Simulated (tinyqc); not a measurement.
Worked calculation: RHF in the sto-3g basis, for H6, spin multiplicity 1. Computed by tinyqc, a small Python program that keeps every step (integrals from PySCF). Settings: charge = 0, multiplicity = 1, basis = sto-3g, energy threshold = 1e-08, iteration cap = 63, orthogonalisation = symmetric, start = Wolfsberg-Helmholz matrix, DIIS depth = 0, method = RHF. Command: `OMP_NUM_THREADS=1 python tinyqc.py 27937 27938 out.jsonl` (the two numbers bound the seeds that draw the settings). One thread of a shared host (Intel(R) Xeon(R) Processor @ 2.60GHz), about 0.04 s of CPU time with the checks. Later iterations appear only in the table of the cycle.

## One-electron integrals

Geometry (angstrom):
```
atom,x,y,z
H,0.000000,0.000000,0.000000
H,0.000000,0.000000,0.859000
H,0.000000,0.000000,1.773000
H,0.000000,0.000000,2.632000
H,0.000000,0.000000,3.547000
H,0.000000,0.000000,4.406000
```

Basis sto-3g: exponents (1/bohr^2) and contraction coefficients of normalised primitives:
```
element,l (shell),exponent,coefficient
H,s (1),3.425251,0.154329
H,s (1),0.623914,0.535328
H,s (1),0.168855,0.444635
```

Overlap, kinetic and nuclear-attraction integrals over the contracted functions; the nuclear repulsion is the sum of Za Zb / Rab.

nuclear repulsion = 5.21632540 hartree

overlap S, lower triangle:
```
,1H 1s,2H 1s,3H 1s,4H 1s,5H 1s,6H 1s
1H 1s,1.000000
2H 1s,0.582982,1.000000
3H 1s,0.171099,0.548489,1.000000
4H 1s,0.038495,0.171099,0.582982,1.000000
5H 1s,0.005381,0.034507,0.170835,0.547870,1.000000
6H 1s,0.000603,0.005381,0.038420,0.170835,0.582982,1.000000
```

kinetic energy T (hartree), lower triangle:
```
,1H 1s,2H 1s,3H 1s,4H 1s,5H 1s,6H 1s
1H 1s,0.760032
2H 1s,0.172154,0.760032
3H 1s,-0.005347,0.146371,0.760032
4H 1s,-0.009753,-0.005347,0.172154,0.760032
5H 1s,-0.002847,-0.009310,-0.005379,0.145927,0.760032
6H 1s,-0.000491,-0.002847,-0.009745,-0.005379,0.172154,0.760032
```

nuclear attraction V (hartree), lower triangle:
```
,1H 1s,2H 1s,3H 1s,4H 1s,5H 1s,6H 1s
1H 1s,-2.578201
2H 1s,-1.547254,-3.007941
3H 1s,-0.446427,-1.584994,-3.160810
4H 1s,-0.098963,-0.472987,-1.742624,-3.160378
5H 1s,-0.013547,-0.090870,-0.472170,-1.582672,-3.007266
6H 1s,-0.001497,-0.013546,-0.098755,-0.445637,-1.547022,-2.577958
```

core Hamiltonian H = T + V (hartree), lower triangle:
```
,1H 1s,2H 1s,3H 1s,4H 1s,5H 1s,6H 1s
1H 1s,-1.818169
2H 1s,-1.375100,-2.247909
3H 1s,-0.451774,-1.438623,-2.400778
4H 1s,-0.108717,-0.478334,-1.570471,-2.400346
5H 1s,-0.016394,-0.100181,-0.477549,-1.436745,-2.247235
6H 1s,-0.001988,-0.016393,-0.108500,-0.451016,-1.374868,-1.817926
```

## Two-electron integrals

Functions are numbered as in S; the eight-fold symmetry (ij|kl) = (ji|kl) = (kl|ij) leaves the list below.

Two-electron integrals (ij|kl) in chemists' order, unique and non-zero (hartree):
```
i,j,k,l,(ij|kl)
1,1,1,1,0.774606
2,1,1,1,0.379162
2,1,2,1,0.225528
2,2,1,1,0.526266
2,2,2,1,0.379162
2,2,2,2,0.774606
3,1,1,1,0.085091
3,1,2,1,0.055417
3,1,2,2,0.104684
3,1,3,1,0.015709
3,2,1,1,0.213883
3,2,2,1,0.160124
3,2,2,2,0.350829
3,2,3,1,0.052228
3,2,3,2,0.196894
3,3,1,1,0.296163
3,3,2,1,0.223323
3,3,2,2,0.506930
3,3,3,1,0.085091
3,3,3,2,0.350829
3,3,3,3,0.774606
4,1,1,1,0.015269
4,1,2,1,0.010406
4,1,2,2,0.020584
4,1,3,1,0.003202
4,1,3,2,0.011305
4,1,3,3,0.020584
4,1,4,1,0.000705
4,2,1,1,0.053220
4,2,2,1,0.039206
4,2,2,2,0.085091
4,2,3,1,0.013538
4,2,3,2,0.052228
4,2,3,3,0.104684
4,2,4,1,0.003202
4,2,4,2,0.015709
4,3,1,1,0.140805
4,3,2,1,0.102223
4,3,2,2,0.223323
4,3,3,1,0.039206
4,3,3,2,0.160124
4,3,3,3,0.379162
4,3,4,1,0.010406
4,3,4,2,0.055417
4,3,4,3,0.225528
4,4,1,1,0.201000
4,4,2,1,0.140805
4,4,2,2,0.296163
4,4,3,1,0.053220
4,4,3,2,0.213883
4,4,3,3,0.526266
4,4,4,1,0.015269
4,4,4,2,0.085091
4,4,4,3,0.379162
4,4,4,4,0.774606
5,1,1,1,0.001652
5,1,2,1,0.001173
5,1,2,2,0.002441
5,1,3,1,0.000393
5,1,3,2,0.001472
5,1,3,3,0.002907
5,1,4,1,0.000093
5,1,4,2,0.000449
5,1,4,3,0.001577
5,1,4,4,0.002490
5,1,5,1,0.000013
5,2,1,1,0.008656
5,2,2,1,0.006266
5,2,2,2,0.013480
5,2,3,1,0.002236
5,2,3,2,0.008725
5,2,3,3,0.018468
5,2,4,1,0.000559
5,2,4,2,0.002850
5,2,4,3,0.010772
5,2,4,4,0.018471
5,2,5,1,0.000083
5,2,5,2,0.000563
5,3,1,1,0.034685
5,3,2,1,0.024411
5,3,2,2,0.051566
5,3,3,1,0.009105
5,3,3,2,0.036261
5,3,3,3,0.084937
5,3,4,1,0.002468
5,3,4,2,0.013265
5,3,4,3,0.055319
5,3,4,4,0.104507
5,3,5,1,0.000393
5,3,5,2,0.002845
5,3,5,3,0.015657
5,4,1,1,0.094242
5,4,2,1,0.064217
5,4,2,2,0.130789
5,4,3,1,0.023291
5,4,3,2,0.090535
5,4,3,3,0.213579
5,4,4,1,0.006571
5,4,4,2,0.036275
5,4,4,3,0.159895
5,4,4,4,0.350326
5,4,5,1,0.001115
5,4,5,2,0.008716
5,4,5,3,0.052079
5,4,5,4,0.196400
5,5,1,1,0.149189
5,5,2,1,0.099324
5,5,2,2,0.196824
5,5,3,1,0.034731
5,5,3,2,0.130905
5,5,3,3,0.296004
5,5,4,1,0.009526
5,5,4,2,0.051630
5,5,4,3,0.223185
5,5,4,4,0.506584
5,5,5,1,0.001652
5,5,5,2,0.013480
5,5,5,3,0.084937
5,5,5,4,0.350326
5,5,5,5,0.774606
6,1,1,1,0.000147
6,1,2,1,0.000105
6,1,2,2,0.000222
6,1,3,1,0.000038
6,1,3,2,0.000146
6,1,3,3,0.000314
6,1,4,1,0.000010
6,1,4,2,0.000048
6,1,4,3,0.000185
6,1,4,4,0.000314
6,1,5,1,1.43e-06
6,1,5,2,0.000010
6,1,5,3,0.000048
6,1,5,4,0.000146
6,1,5,5,0.000222
6,1,6,1,1.65e-07
6,2,1,1,0.001114
6,2,2,1,0.000785
6,2,2,2,0.001652
6,2,3,1,0.000285
6,2,3,2,0.001116
6,2,3,3,0.002489
6,2,4,1,0.000075
6,2,4,2,0.000393
6,2,4,3,0.001577
6,2,4,4,0.002907
6,2,5,1,0.000012
6,2,5,2,0.000083
6,2,5,3,0.000448
6,2,5,4,0.001470
6,2,5,5,0.002441
6,2,6,1,1.43e-06
6,2,6,2,0.000013
6,3,1,1,0.006743
6,3,2,1,0.004629
6,3,2,2,0.009510
6,3,3,1,0.001685
6,3,3,2,0.006565
6,3,3,3,0.015235
6,3,4,1,0.000459
6,3,4,2,0.002467
6,3,4,3,0.010384
6,3,4,4,0.020541
6,3,5,1,0.000075
6,3,5,2,0.000558
6,3,5,3,0.003190
6,3,5,4,0.011269
6,3,5,5,0.020541
6,3,6,1,0.000009
6,3,6,2,0.000093
6,3,6,3,0.000702
6,4,1,1,0.025997
6,4,2,1,0.017394
6,4,2,2,0.034685
6,4,3,1,0.006134
6,4,3,2,0.023281
6,4,3,3,0.053125
6,4,4,1,0.001685
6,4,4,2,0.009105
6,4,4,3,0.039135
6,4,4,4,0.084937
6,4,5,1,0.000285
6,4,5,2,0.002233
6,4,5,3,0.013494
6,4,5,4,0.052079
6,4,5,5,0.104507
6,4,6,1,0.000038
6,4,6,2,0.000393
6,4,6,3,0.003190
6,4,6,4,0.015657
6,5,1,1,0.077759
6,5,2,1,0.051000
6,5,2,2,0.099324
6,5,3,1,0.017418
6,5,3,2,0.064277
6,5,3,3,0.140742
6,5,4,1,0.004637
6,5,4,2,0.024443
6,5,4,3,0.102168
6,5,4,4,0.223185
6,5,5,1,0.000785
6,5,5,2,0.006266
6,5,5,3,0.039135
6,5,5,4,0.159895
6,5,5,5,0.379162
6,5,6,1,0.000105
6,5,6,2,0.001173
6,5,6,3,0.010384
6,5,6,4,0.055319
6,5,6,5,0.225528
6,6,1,1,0.120104
6,6,2,1,0.077759
6,6,2,2,0.149189
6,6,3,1,0.026033
6,6,3,2,0.094332
6,6,3,3,0.200924
6,6,4,1,0.006755
6,6,4,2,0.034731
6,6,4,3,0.140742
6,6,4,4,0.296004
6,6,5,1,0.001114
6,6,5,2,0.008656
6,6,5,3,0.053125
6,6,5,4,0.213579
6,6,5,5,0.526266
6,6,6,1,0.000147
6,6,6,2,0.001652
6,6,6,3,0.015235
6,6,6,4,0.084937
6,6,6,5,0.379162
6,6,6,6,0.774606
```

## Orthogonalisation

S = U s U^T; symmetric (Loewdin) form X = U s^(-1/2) U^T, so that X^T S X = 1.

eigenvalues of S: 0.181584  0.299149  0.535303  1.029208  1.665021  2.289736

X, lower triangle:
```
,1H 1s,2H 1s,3H 1s,4H 1s,5H 1s,6H 1s
1H 1s,1.186527
2H 1s,-0.428464,1.388604
3H 1s,0.085280,-0.453335,1.407186
4H 1s,-0.018000,0.095969,-0.487491,1.406592
5H 1s,0.004416,-0.018130,0.095879,-0.452560,1.387981
6H 1s,-0.001170,0.004420,-0.018001,0.085179,-0.428340,1.186496
```

## Starting guess

The start is the generalised Wolfsberg-Helmholz matrix (K = 1.75) built on H; D = 2 C_occ C_occ^T.

D at the start, lower triangle:
```
,1H 1s,2H 1s,3H 1s,4H 1s,5H 1s,6H 1s
1H 1s,0.672151
2H 1s,0.544683,0.666419
3H 1s,-0.218841,0.187978,0.700092
4H 1s,-0.445555,-0.196422,0.513298,0.700667
5H 1s,0.080047,-0.122434,-0.196210,0.187768,0.666648
6H 1s,0.398289,0.080027,-0.444804,-0.218920,0.544844,0.671903
```

## Iteration 1: building the Fock matrix

J_ij = sum D_kl (ij|kl), K_ij = sum D_kl (ik|jl); F = H + J - 0.5 K; E = tr D H + tr D J / 2 - 0.25 tr D K + E_nn.

Coulomb J (hartree), lower triangle:
```
,1H 1s,2H 1s,3H 1s,4H 1s,5H 1s,6H 1s
1H 1s,2.053519
2H 1s,1.300134,2.451417
3H 1s,0.389230,1.355245,2.607989
4H 1s,0.088264,0.415775,1.494127,2.607844
5H 1s,0.012299,0.081451,0.415093,1.353503,2.451072
6H 1s,0.001372,0.012298,0.088085,0.388587,1.299995,2.053336
```

exchange K (hartree), lower triangle:
```
,1H 1s,2H 1s,3H 1s,4H 1s,5H 1s,6H 1s
1H 1s,1.064634
2H 1s,0.918933,1.272310
3H 1s,0.305655,0.790880,1.263743
4H 1s,0.019904,0.291149,0.922913,1.263533
5H 1s,0.000254,0.046414,0.290686,0.789871,1.272080
6H 1s,0.031197,0.000267,0.019870,0.305194,0.918991,1.064635
```

Fock matrix F (hartree), lower triangle:
```
,1H 1s,2H 1s,3H 1s,4H 1s,5H 1s,6H 1s
1H 1s,-0.296967
2H 1s,-0.534432,-0.432647
3H 1s,-0.215371,-0.478819,-0.424660
4H 1s,-0.030405,-0.208133,-0.537801,-0.424268
5H 1s,-0.004222,-0.041937,-0.207799,-0.478178,-0.432203
6H 1s,-0.016215,-0.004228,-0.030350,-0.215025,-0.534369,-0.296908
```

total energy of this density = -3.16068078 hartree

## Iteration 1: diagonalisation and new density

Diagonalise F' = X^T F X, C = X C', fill 3 alpha and 3 beta electrons from the bottom; D = 2 C_occ C_occ^T. Each column has its largest component positive (the first on a tie).

F' = X^T F X (hartree), lower triangle:
```
,1,2,3,4,5,6
1,0.033872
2,-0.577989,0.169175
3,0.093029,-0.536405,0.203843
4,0.009427,0.111082,-0.632796,0.203512
5,0.006172,-0.015454,0.111027,-0.535600,0.168888
6,-0.022115,0.006179,0.009335,0.092984,-0.577932,0.033905
```

orbital energies (hartree): MO1 -0.721181, MO2 -0.581771, MO3 -0.327691, MO4 0.301879, MO5 0.785104, MO6 1.356855

coefficients C:
```
,MO1,MO2,MO3,MO4,MO5,MO6
1H 1s,0.157142,-0.324026,0.481752,0.679381,-0.733127,0.488100
2H 1s,0.277938,-0.414447,0.247693,-0.378592,0.976244,-0.959230
3H 1s,0.342561,-0.157332,-0.443666,-0.573224,-0.417257,1.264315
4H 1s,0.342030,0.158064,-0.443900,0.573488,-0.418278,-1.262889
5H 1s,0.276918,0.415236,0.247494,0.378448,0.977232,0.956952
6H 1s,0.156591,0.324653,0.481425,-0.679043,-0.734011,-0.487120
```

D after iteration 1, lower triangle:
```
,1H 1s,2H 1s,3H 1s,4H 1s,5H 1s,6H 1s
1H 1s,0.723542
2H 1s,0.594588,0.620736
3H 1s,-0.217853,0.101046,0.677881
4H 1s,-0.422638,-0.160794,0.578481,0.678031
5H 1s,0.056398,-0.067650,-0.160546,0.100970,0.620716
6H 1s,0.302676,0.056433,-0.422056,-0.217659,0.594641,0.723380
```

## Iteration 2: building the Fock matrix

As before.

Coulomb J (hartree), lower triangle:
```
,1H 1s,2H 1s,3H 1s,4H 1s,5H 1s,6H 1s
1H 1s,2.076182
2H 1s,1.301469,2.429554
3H 1s,0.386814,1.337820,2.572509
4H 1s,0.087486,0.410619,1.475348,2.572280
5H 1s,0.012161,0.080421,0.409937,1.336040,2.429095
6H 1s,0.001356,0.012160,0.087306,0.386158,1.301282,2.075948
```

exchange K (hartree), lower triangle:
```
,1H 1s,2H 1s,3H 1s,4H 1s,5H 1s,6H 1s
1H 1s,1.124040
2H 1s,0.939993,1.236733
3H 1s,0.301562,0.752641,1.239986
4H 1s,0.023469,0.295958,0.933028,1.239674
5H 1s,-0.001950,0.054612,0.295487,0.751599,1.236409
6H 1s,0.020849,-0.001935,0.023429,0.301109,0.940015,1.124034
```

Fock matrix F (hartree), lower triangle:
```
,1H 1s,2H 1s,3H 1s,4H 1s,5H 1s,6H 1s
1H 1s,-0.304008
2H 1s,-0.543627,-0.436722
3H 1s,-0.215741,-0.477123,-0.448262
4H 1s,-0.032965,-0.215693,-0.561636,-0.447903
5H 1s,-0.003258,-0.047066,-0.215355,-0.476504,-0.436344
6H 1s,-0.011057,-0.003265,-0.032909,-0.215412,-0.543593,-0.303996
```

total energy of this density = -3.18136280 hartree

## Iteration 2: diagonalisation and new density

As before.

F' = X^T F X (hartree), lower triangle:
```
,1,2,3,4,5,6
1,0.032260
2,-0.587370,0.164035
3,0.093619,-0.520226,0.177016
4,0.007302,0.106117,-0.643372,0.176673
5,0.008031,-0.019575,0.106065,-0.519434,0.163680
6,-0.016875,0.008037,0.007215,0.093553,-0.587297,0.032240
```

orbital energies (hartree): MO1 -0.738426, MO2 -0.586861, MO3 -0.347331, MO4 0.306206, MO5 0.778886, MO6 1.333429

coefficients C:
```
,MO1,MO2,MO3,MO4,MO5,MO6
1H 1s,0.149327,-0.333575,0.472760,0.667600,-0.740548,0.497867
2H 1s,0.265171,-0.411566,0.271804,-0.373220,0.973306,-0.962641
3H 1s,0.356414,-0.143354,-0.441925,-0.591815,-0.407258,1.257434
4H 1s,0.356003,0.143880,-0.442173,0.592021,-0.408456,-1.255972
5H 1s,0.264385,0.412232,0.271539,0.373158,0.974383,0.960251
6H 1s,0.148919,0.334148,0.472411,-0.667304,-0.741454,-0.496785
```

D after iteration 2, lower triangle:
```
,1H 1s,2H 1s,3H 1s,4H 1s,5H 1s,6H 1s
1H 1s,0.714146
2H 1s,0.610767,0.627160
3H 1s,-0.215766,0.066787,0.685758
4H 1s,-0.407751,-0.169997,0.603332,0.685912
5H 1s,0.060685,-0.051496,-0.169728,0.066733,0.627137
6H 1s,0.268223,0.060736,-0.407190,-0.215590,0.610793,0.714008
```

## Iteration 3: building the Fock matrix

As before.

Coulomb J (hartree), lower triangle:
```
,1H 1s,2H 1s,3H 1s,4H 1s,5H 1s,6H 1s
1H 1s,2.076499
2H 1s,1.301570,2.428779
3H 1s,0.386782,1.337509,2.573980
4H 1s,0.087504,0.410743,1.476717,2.573765
5H 1s,0.012164,0.080435,0.410062,1.335738,2.428338
6H 1s,0.001356,0.012163,0.087324,0.386129,1.301391,2.076277
```

exchange K (hartree), lower triangle:
```
,1H 1s,2H 1s,3H 1s,4H 1s,5H 1s,6H 1s
1H 1s,1.127620
2H 1s,0.944054,1.232496
3H 1s,0.300839,0.743906,1.240589
4H 1s,0.024831,0.295757,0.939836,1.240310
5H 1s,-0.001639,0.055923,0.295287,0.742876,1.232190
6H 1s,0.018585,-0.001625,0.024786,0.300379,0.944074,1.127615
```

Fock matrix F (hartree), lower triangle:
```
,1H 1s,2H 1s,3H 1s,4H 1s,5H 1s,6H 1s
1H 1s,-0.305480
2H 1s,-0.545557,-0.435378
3H 1s,-0.215411,-0.473067,-0.447093
4H 1s,-0.033628,-0.215469,-0.563672,-0.446736
5H 1s,-0.003410,-0.047708,-0.215130,-0.472446,-0.434991
6H 1s,-0.009924,-0.003417,-0.033569,-0.215076,-0.545514,-0.305457
```

total energy of this density = -3.18314536 hartree

## Iteration 3: diagonalisation and new density

As before.

F' = X^T F X (hartree), lower triangle:
```
,1,2,3,4,5,6
1,0.032211
2,-0.590049,0.164233
3,0.093486,-0.514932,0.177661
4,0.006266,0.106345,-0.647415,0.177320
5,0.007930,-0.020499,0.106292,-0.514144,0.163891
6,-0.015384,0.007936,0.006181,0.093424,-0.589973,0.032199
```

orbital energies (hartree): MO1 -0.737352, MO2 -0.586547, MO3 -0.350591, MO4 0.310302, MO5 0.778401, MO6 1.333301

coefficients C:
```
,MO1,MO2,MO3,MO4,MO5,MO6
1H 1s,0.151603,-0.336755,0.468908,0.665753,-0.742534,0.498197
2H 1s,0.263569,-0.410847,0.276150,-0.375948,0.972528,-0.961876
3H 1s,0.356585,-0.137846,-0.444456,-0.592289,-0.404369,1.257818
4H 1s,0.356177,0.138401,-0.444692,0.592500,-0.405534,-1.256371
5H 1s,0.262763,0.411518,0.275890,0.375873,0.973589,0.959508
6H 1s,0.151168,0.337328,0.468565,-0.665449,-0.743435,-0.497126
```

D after iteration 3, lower triangle:
```
,1H 1s,2H 1s,3H 1s,4H 1s,5H 1s,6H 1s
1H 1s,0.712524
2H 1s,0.615603,0.629045
3H 1s,-0.215858,0.055764,0.687392
4H 1s,-0.402259,-0.171572,0.611151,0.687536
5H 1s,0.061244,-0.047255,-0.171300,0.055718,0.629014
6H 1s,0.258069,0.061294,-0.401704,-0.215676,0.615620,0.712390
```

## Iteration 9 (converged): orbitals

converged F (hartree), lower triangle:
```
,1H 1s,2H 1s,3H 1s,4H 1s,5H 1s,6H 1s
1H 1s,-0.306101
2H 1s,-0.546412,-0.434837
3H 1s,-0.215208,-0.471320,-0.447123
4H 1s,-0.034016,-0.215568,-0.565047,-0.446768
5H 1s,-0.003472,-0.048048,-0.215230,-0.470700,-0.434451
6H 1s,-0.009397,-0.003478,-0.033956,-0.214873,-0.546368,-0.306077
```

As before.

F' = X^T F X (hartree), lower triangle:
```
,1,2,3,4,5,6
1,0.032236
2,-0.591252,0.164187
3,0.093519,-0.512366,0.177328
4,0.005699,0.106284,-0.649306,0.176987
5,0.007929,-0.020875,0.106231,-0.511580,0.163844
6,-0.014714,0.007934,0.005615,0.093456,-0.591174,0.032224
```

orbital energies (hartree): MO1 -0.737255, MO2 -0.586377, MO3 -0.352292, MO4 0.311992, MO5 0.778054, MO6 1.332685

coefficients C:
```
,MO1,MO2,MO3,MO4,MO5,MO6
1H 1s,0.152277,-0.338167,0.467199,0.664741,-0.743473,0.498590
2H 1s,0.262539,-0.410605,0.278465,-0.376905,0.972147,-0.961604
3H 1s,0.357064,-0.135195,-0.445342,-0.592884,-0.402971,1.257825
4H 1s,0.356662,0.135747,-0.445575,0.593093,-0.404135,-1.256381
5H 1s,0.261737,0.411274,0.278203,0.376831,0.973206,0.959238
6H 1s,0.151839,0.338740,0.466854,-0.664438,-0.744374,-0.497519
```

D after iteration 9, lower triangle:
```
,1H 1s,2H 1s,3H 1s,4H 1s,5H 1s,6H 1s
1H 1s,0.711639
2H 1s,0.617861,0.630133
3H 1s,-0.215945,0.050485,0.688203
4H 1s,-0.399531,-0.172356,0.614864,0.688344
5H 1s,0.061507,-0.045370,-0.172081,0.050442,0.630100
6H 1s,0.253369,0.061556,-0.398979,-0.215760,0.617875,0.711506
```

## Convergence

Stop when the energy changes by less than 1e-08 hartree and every element of the error matrix X^T (F D S - S D F) X is below 3e-05.

Course of the cycle:
```
iteration,E (hartree),change,largest element of the error matrix
1,-3.16068078,-,6.85e-02
2,-3.18136280,-2.07e-02,2.56e-02
3,-3.18314536,-1.78e-03,8.50e-03
4,-3.18333018,-1.85e-04,2.77e-03
5,-3.18334935,-1.92e-05,8.92e-04
6,-3.18335133,-1.98e-06,2.87e-04
7,-3.18335153,-2.04e-07,9.22e-05
8,-3.18335155,-2.11e-08,2.96e-05
9,-3.18335156,-2.18e-09,9.51e-06
```

PySCF RHF in the same basis = -3.18335156 hartree

Converged in 9 iterations.

## Populations, bond orders and dipole

Mulliken: Z minus the diagonal of D S on the atom; Loewdin: the same with S^(1/2) D S^(1/2); Mayer order: 2 sum_s sum (D(s) S)_ij (D(s) S)_ji over the two atoms.

Charges (e):
```
atom,Mulliken,Loewdin
1H,-0.019997,-0.043056
2H,0.012699,0.034887
3H,0.007327,0.008260
4H,0.007295,0.008104
5H,0.012687,0.034813
6H,-0.020012,-0.043009
```

Mayer bond orders:
```
pair,order
2-1,0.838385
3-1,-0.001482
3-2,0.158059
4-1,0.116096
4-2,-0.001292
4-3,0.728931
5-1,-0.000242
5-2,0.004929
5-3,-0.001291
5-4,0.157693
6-1,0.046844
6-2,-0.000242
6-3,0.115729
6-4,-0.001481
6-5,0.838750
```

dipole moment about the origin, x y z (debye): 0.000000  0.000000  -0.000335
